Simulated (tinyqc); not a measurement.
Heat flow across a film from the phonon Boltzmann equation in the relaxation-time approximation: one step, computed by the program tinyqc. Command: `OMP_NUM_THREADS=1 python tinyqc.py 3010303 3010304 out.jsonl slabbte walk`. One thread of a shared host (Intel(R) Xeon(R) Processor @ 2.30GHz), about 0.01 s of CPU time with the checks.

Two black walls, hot at x = 0 and cold at x = L, emit phonons isotropically. For one free path Lambda, with tau = x/Lambda, tau_L = L/Lambda and phi = (T - T_cold)/Delta T, energy balance gives phi(tau) = (1/2) [E2(tau) + int_0^tau_L phi(s) E1(|tau - s|) ds]; E_n are the exponential integrals. The flux over the ballistic flux C v Delta T/4 is psi = 1 - 2 int_0^tau_L phi(s) E2(s) ds, and kappa_eff/kappa = (3/4) tau_L psi. kappa = C v Lambda/3 is an input, so at fixed kappa a longer free path means a smaller C v.

Task: Temperature profile and flux in the small system. Cut the film into n equal cells with constant phi, collocated at the centres c_i: the kernel integrates to A_ij = |E2(|c_i - e_j|) - E2(|c_i - e_(j+1)|)|/2 for cell edges e_j, and A_ii = 1 - E2(half a cell); solve (1 - A) phi = E2(c)/2; psi = 1 - 2 sum_j phi_j [E3(e_j) - E3(e_(j+1))]. In short, (1 - A) phi = b and psi = 1 - 2 sum_j w_j phi_j, with b the right-hand side and w_j the flux weights; the cells divide 0 to tau_L.

1 - A, lower triangle (symmetric):
```
            1           2           3           4          5
1   0.9228999
2  -0.0492859   0.9228999
3  -0.0373829  -0.0492859   0.9228999
4  -0.0308934  -0.0373829  -0.0492859   0.9228999
5  -0.0264804  -0.0308934  -0.0373829  -0.0492859  0.9228999
```

right-hand side E2(c)/2: 0.4614500  0.4121641  0.3747811  0.3438877  0.3174073

optical thickness tau_L = 0.1714286

flux weights E3(e_j) - E3(e_(j+1)): 0.03175414  0.02829407  0.02571734  0.02359331  0.02177441

Give: phi at the cell centres; psi, small system.

Result:

phi at the cell centres: 0.5766  0.5370  0.5000  0.4630  0.4234

psi, small system = 0.8670
